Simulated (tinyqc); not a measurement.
Worked calculation: square-lattice Ising model by mean field, Bethe lattice, transfer matrix, exact enumeration and Monte Carlo steps. Computed by tinyqc, a small Python program that keeps every step. Command: `OMP_NUM_THREADS=1 python tinyqc.py 3016819 3016820 out.jsonl ising walk`. One thread of a shared host (Intel(R) Xeon(R) Processor @ 2.30GHz), about 1 s of CPU time with the checks. Intermediate numbers are printed to about 7 digits and carried at full precision; extremes and crossings named in words are read from the listed rows.

H = -J sum over nearest pairs s_i s_j, s = +-1, no field, periodic boundaries; energies per site are in J. As a lattice gas or an alloy, s marks which species holds the site.

Inputs (values chosen for the exercise, for a model lattice): coupling J = 64.7 meV; temperature T = 2450 K; strip width w = 2; factor on the grid 1.5, 1.85, 2.1, 2.45, 2.65, 3.1, 3.6, 4.4 of k_B T/J = 0.975.

Enumerated cell: 4 x 5. Monte Carlo rule: Metropolis.

Constants: k_B = 8.617333262e-05 eV/K.

## Reduced coupling

K = J/(k_B T). Onsager: k_B T_c/J = 2/ln(1 + sqrt 2); mean field: 4; Bethe lattice with z = 4: 2/ln 2.

K = 0.3064540

critical temperatures (K): exact 1703.732, Bethe 2166.386, mean field 3003.249

T lies above the exact and Bethe values but below the mean-field one.

## Three theories of the infinite lattice

K = J/(k_B T). Mean field: m = tanh(4 K m), u = -2 m^2. Bethe: cavity field h = 3 artanh(tanh K tanh h), m = tanh(4h/3), u = -2 (tanh K + tanh^2 h)/(1 + tanh K tanh^2 h). Exact: m = [1 - sinh(2K)^(-4)]^(1/8) below T_c; u = -coth(2K) [1 + (2/pi)(2 tanh^2(2K) - 1) K1(k)], k = 2 sinh(2K)/cosh^2(2K), K1 the complete elliptic integral of the first kind. The largest root is taken.

m, mean field = 0.6868257

u, mean field = -0.9434592

cavity field h = 0

m, Bethe = 0

u, Bethe = -0.5944155

m, exact = 0

u, exact = -0.7252611

Against the exact energy mean field misses by -0.218 J and Bethe by +0.131 J.

## Transfer matrix

Strip of w sites, periodic across (for w = 2 the pair is joined by two bonds): T(s, s') = exp(K [sum_i s_i s'_i + (r(s) + r(s'))/2]), r(s) = sum_i s_i s_(i+1).

T, rows ++, +-, -+, --:
```
[[3.406945, 1.000000, 1.000000, 1.000000],
 [1.000000, 1.000000, 0.293518, 1.000000],
 [1.000000, 0.293518, 1.000000, 1.000000],
 [1.000000, 1.000000, 1.000000, 3.406945]]
```

## Free energy and correlation length of the strip

With the eigenvalues l1 > l2: -f/(k_B T) = ln(l1)/w per site; xi = 1/ln(l1/l2) rows.

three largest eigenvalues: [5.384666, 2.406945, 0.706482]

-f/(k_B T) = 0.8417776

correlation length xi = 1.241932

xi/w = 0.621; for wide strips at T_c this ratio tends to 4/pi = 1.273, and T lies above T_c, where xi tends to a constant.

## Exact averages on the small cell

States of the 4 x 5 cell:
```
E (J)  |M|  count
-40     20      2
-32     18     40
-28     16     80
-24      4     10
-24     12     50
-24     14    240
-24     16    300
-20      0     44
-20      2     80
-20      6     80
-20      8    160
-20     10    408
-20     12    680
-20     14    960
-16      0    260
-16      2    640
-16      4   1080
-16      6   1280
-16      8   1760
-16     10   2200
-16     12   3060
-16     14   1080
-12      0   2960
-12      2   5800
-12      4   5840
-12      6   6680
-12      8   7680
-12     10   8400
-12     12   3880
-8       0  10380
-8       2  21680
-8       4  22650
-8       6  23000
-8       8  20620
-8      10  11280
-8      12   2020
-4       0  30880
-4       2  59640
-4       4  54960
-4       6  44240
-4       8  25200
-4      10   6680
0        0  48442
0        2  91280
0        4  72320
0        6  42880
0        8  15720
0       10   2040
4        0  46640
4        2  82600
4        4  55920
4        6  26200
4        8   5200
8        0  29000
8        2  49320
8        4  27960
8        6   8120
8        8   1180
12       0  11740
12       2  17960
12       4   8680
12       6   2160
16       0   3200
16       2   5360
16       4   1860
16       6    400
20       0    960
20       2   1200
20       4    600
24       0    200
24       2    280
24       4     60
28       0     40
28       2     80
32       0     10
```

Weights count x exp(-K E); N = 20; u = <E>/N, c = K^2 (<E^2> - <E>^2)/N in k_B, Binder U = 1 - <M^4>/(3 <M^2>^2).

ln Z / N = 0.8016188

u, cell = -0.8377329

heat capacity c, cell = 0.4512841

<|m|>, cell = 0.4883767

Binder cumulant U = 0.3897285

The cell energy lies -0.112 J from the infinite lattice: periodic images add correlation. <|m|> stays finite although the infinite lattice has m = 0.

## The methods across T_c

The grid values of k_B T/J times the given factor are rounded to 3 figures before use.

Order and energy:
```
k_B T/J     T (K)  m mean field    m Bethe    m exact  <|m|> cell    u Bethe    u exact     u cell     U cell
1.46     1096.186     0.9912869  0.9889368  0.9886628   0.9883962  -1.959030  -1.958549  -1.958202  0.6647745
1.80     1351.462     0.9739759  0.9609538  0.9568570   0.9551523  -1.865476  -1.859304  -1.857356  0.6570369
2.05     1539.165     0.9525530  0.9178009  0.8927677   0.9010470  -1.736940  -1.706771  -1.716502  0.6407424
2.39     1794.441     0.9089023  0.7997577  0.0000000   0.7819063  -1.445626  -1.215390  -1.442858  0.5935442
2.58     1937.096     0.8759388  0.6757720  0.0000000   0.7050957  -1.205977  -1.042653  -1.278885  0.5543020
3.02     2267.453     0.7695927  0.0000000  0.0000000   0.5505600  -0.639064  -0.809372  -0.962932  0.4469480
3.51     2635.351     0.5758720  0.0000000  0.0000000   0.4400559  -0.554869  -0.657654  -0.739585  0.3386296
4.29     3220.985     0.0000000  0.0000000  0.0000000   0.3486399  -0.457936  -0.511962  -0.545398  0.2271420
```

At k_B T/J = 1.46 all values of m agree within 0.003. At 2.39 the exact m is 0 while Bethe gives 0.80, mean field 0.91 and the cell 0.78: neglect of fluctuations raises T_c, and a finite cell rounds the transition. U falls from 0.665 (2/3 when ordered) to 0.227 (0 for a large disordered system).

## Metropolis steps

start configuration, 5 x 5, rows and columns numbered from 1:
```
[[1, 1, 1, 1, 1],
 [-1, -1, 1, 1, -1],
 [1, 1, 1, -1, 1],
 [1, 1, 1, -1, 1],
 [-1, -1, -1, -1, 1]]
```

Random draws:
```
step  row  column       u
1       3       5  0.6575
2       4       1  0.4747
3       2       5  0.6508
4       4       2  0.7470
5       5       3  0.3006
6       3       5  0.0099
7       5       4  0.9692
8       2       4  0.4666
9       4       5  0.8772
10      3       1  0.4168
11      2       4  0.4781
12      4       2  0.3714
13      5       3  0.7623
14      1       2  0.5584
```

h is the sum of the four neighbours. dE = 2 J s h; flip if u < p = min(1, exp(-2 K s h)).

Steps:
```
step  s before  h         p  s after
1            1  0  1.000000       -1
2            1  2  0.293518        1
3           -1  0  1.000000        1
4            1  2  0.293518        1
5           -1  0  1.000000        1
6           -1  2  1.000000        1
7           -1  2  1.000000        1
8            1  2  0.293518        1
9            1  2  0.293518        1
10           1  2  0.293518        1
11           1  2  0.293518        1
12           1  2  0.293518        1
13           1  2  0.293518        1
14           1  0  1.000000       -1
```

configuration after the steps:
```
[[1, -1, 1, 1, 1],
 [-1, -1, 1, 1, 1],
 [1, 1, 1, -1, 1],
 [1, 1, 1, -1, 1],
 [-1, -1, 1, 1, 1]]
```

6 of the 14 steps changed a spin; the sum of spins went from 7 to 11.

Checks made by the program: ln Z of the cell against the trace of a power of the transfer matrix (relative difference below 1e-10).
